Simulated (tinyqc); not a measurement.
The same scatterer in wider strips: conductance of a narrow metal strip with scatterers (square lattice, Green functions).

A strip of W sites across with hard walls, site energy 0 and hopping -t. Mode n = 1 to W has profile chi_n(j) = sqrt(2/(W + 1)) sin(n j pi/(W + 1)) and energy en = -2t cos(n pi/(W + 1)); E = en - 2t cos(kn a). With z_n = exp(i kn a) (Im k > 0 for closed modes, |z| < 1) each lead gives the self-energy -t z_n in mode n. One column carries the site energies v, here a notch at the edge (a site raised out of reach). In the mode basis V_nm = sum_j chi_n(j) v_j chi_m(j), G = (E - en + 2 t z_n - V)^-1, and t_nm = 2t sqrt(sin(kn a) sin(km a)) G_nm in size for open modes. T = sum |t_nm|^2, conductance (2e^2/h) T.

Constants: e^2/h = 3.874045865e-05 S.

Inputs chosen for the exercise (hopping and spacing of the size met in Cu or Al; the lattice is a model; not measured data): t = 1.25 eV (hopping); a = 2.61 angstrom (spacing); E = 1.43 eV (Fermi energy); v = (50, 0, 0) eV (site energies in the scattering column).

Width (W + 1) a; the strength is the entry of v largest in size. The notch stays one site deep. Added resistance (1/T - 1/M)/(2 e^2/h), M the number of open modes.

Against width:
```
W,width (angstrom),M,T,T/M,added resistance (ohm)
3,10.4,2,1.0855,0.5427,5437.2
4,13.1,3,2.0055,0.6685,2133.5
5,15.7,3,2.4535,0.8178,958.3
6,18.3,4,3.0702,0.7676,977.1
8,23.5,5,4.2643,0.8529,445.3
10,28.7,7,6.0087,0.8584,304.2
14,39.1,9,8.1370,0.9041,152.1
20,54.8,13,12.0935,0.9303,74.4
```

The added resistance is 5437 ohm at W = 3 and 74.4 at W = 20; from W = 10 to 20 it changes by a factor 0.24, where 1/M gives 0.54 and 1/M^2 gives 0.29. A point scatterer removes at most one unit of M (here 0.55 to 0.99), so its resistance is at most 1/(M (M - 1)) in units of h/2e^2, without bound for M = 1, with jumps where modes open or where the site sits near a node of the open modes; the largest value is at W = 3 (5437 ohm).

Run: tinyqc, `OMP_NUM_THREADS=1 python tinyqc.py 1451651 1451652 out.jsonl`; Intel(R) Xeon(R) Processor @ 2.30GHz, one thread, shared host; about 0.01 s of CPU time with all checks.
